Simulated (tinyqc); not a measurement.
Three-band tight binding of a dichalcogenide monolayer, step by step. Values are carried at full precision from step to step, so a last printed digit may differ when a step is redone from the rounded ones.

Basis dz2, dxy, dx2-y2 on a triangular lattice, nearest neighbours; alpha = kx a/2, beta = sqrt3 ky a/2. h0 = e1 + 2 t0 (cos 2alpha + 2 cos alpha cos beta); h1 = -2 sqrt3 t2 sin alpha sin beta + 2i t1 (sin 2alpha + sin alpha cos beta); h2 = 2 t2 (cos 2alpha - cos alpha cos beta) + 2i sqrt3 t1 cos alpha sin beta; h11 = e2 + 2 t11 cos 2alpha + (t11 + 3 t22) cos alpha cos beta; h22 = e2 + 2 t22 cos 2alpha + (3 t11 + t22) cos alpha cos beta; h12 = sqrt3 (t22 - t11) sin alpha sin beta + 4i t12 sin alpha (cos alpha - cos beta) + i lam sz. H = [[h0, h1, h2], [., h11, h12], [., ., h22]], Hermitian; the lowest band of each spin is filled. K = (4 pi/3a, 0), M = (pi/a, pi/(sqrt3 a)).

Inputs chosen for the exercise (near a published set for monolayer WSe2; shifted at random, so the results belong to these values and not to a real crystal): a = 3.317 angstrom (lattice constant); e1 = 0.932 eV (level of dz2); e2 = 2.19 eV (level of dxy and dx2-y2); t0 = -0.211 eV (hopping); t1 = 0.464 eV (hopping); t2 = 0.482 eV (hopping); t11 = 0.261 eV (hopping); t12 = 0.328 eV (hopping); t22 = 0.034 eV (hopping); lam = 0.229 eV (spin-orbit constant); sz = -1 (spin); k = (0.45, 0.12) 1/angstrom (wave vector).

## H at one k

Form alpha, beta and the matrix.

alpha, beta (rad): 0.74633  0.34471

H (eV), lower triangle (Hermitian):
```
                    z2               xy   x2-y2
z2              0.3159
xy     -0.3831-1.5182i           2.4816
x2-y2  -0.5909-0.3988i  -0.0902+0.4134i  2.7599
```

## Levels and weights

Diagonalise H.

levels (eV): -0.6906  2.8437  3.4042

weights:
```
       band 1  band 2  band 3
z2      0.744   0.075   0.181
xy      0.205   0.149   0.646
x2-y2   0.051   0.775   0.173
```

## Closed forms at K and Gamma

Three-band model of dz2 (level e1) and dxy, dx2-y2 (level e2), spin sz = +/-1; t1 and t2 drop out at these points. At K: e2 - (3/2)(t11 + t22) - 3 sqrt3 t12 + lam sz (valence), e1 - 3 t0 (conduction), e2 - (3/2)(t11 + t22) + 3 sqrt3 t12 - lam sz. At Gamma: e1 + 6 t0 (valence) and e2 + 3 (t11 + t22) -/+ lam.

Levels (eV):

| point | band 1 | band 2 | band 3 |
|---|---|---|---|
| K, spin up | 0.2722 | 1.5650 | 3.2228 |
| K, spin down | -0.1858 | 1.5650 | 3.6808 |
| Gamma | -0.3340 | 2.8460 | 3.3040 |

smallest direct gap at K = 1.2928 eV
Ev(K) - Ev(Gamma) = 0.6062 eV

Of the two points, the valence band is higher at K, by 606 meV. The dz2 conduction state at K has no atomic orbital angular momentum (Lz = 0) and is not split at this order.

## Bands for both spins

The two lowest bands at the points named.

Levels (eV):

| k | v, up | c, up | v, down | c, down |
|---|---|---|---|---|
| G | -0.3340 | 2.8460 | -0.3340 | 2.8460 |
| G-K 0.25 | -0.5243 | 2.8060 | -0.5583 | 2.9085 |
| G-K 0.5 | -0.6435 | 2.7418 | -0.7960 | 2.9493 |
| G-K 0.6 | -0.5695 | 2.8010 | -0.7758 | 2.7994 |
| G-K 0.75 | -0.2898 | 2.4024 | -0.5816 | 2.2631 |
| G-K 0.9 | 0.1249 | 1.7591 | -0.2799 | 1.7102 |
| K | 0.2722 | 1.5650 | -0.1858 | 1.5650 |
| K-M 0.5 | -0.2189 | 2.1969 | -0.4854 | 2.0764 |
| M | -0.5399 | 2.3310 | -0.5399 | 2.3310 |
| M-G 0.5 | -0.6885 | 2.6689 | -0.6885 | 2.6689 |

The spins are degenerate from M to Gamma, since a vertical mirror plane holds this line and flips sz, and the valence splitting is largest at K (458 meV). The lowest conduction level listed is at K. With nearest neighbours alone the model is made for the neighbourhood of K.

## Checks

- Closed forms at K against the matrix: they agree to 1e-10 or better.

tinyqc: `OMP_NUM_THREADS=1 python tinyqc.py 1452701 1452702 out.jsonl`; about 0.02 s, one thread, shared Intel(R) Xeon(R) Processor @ 2.30GHz.
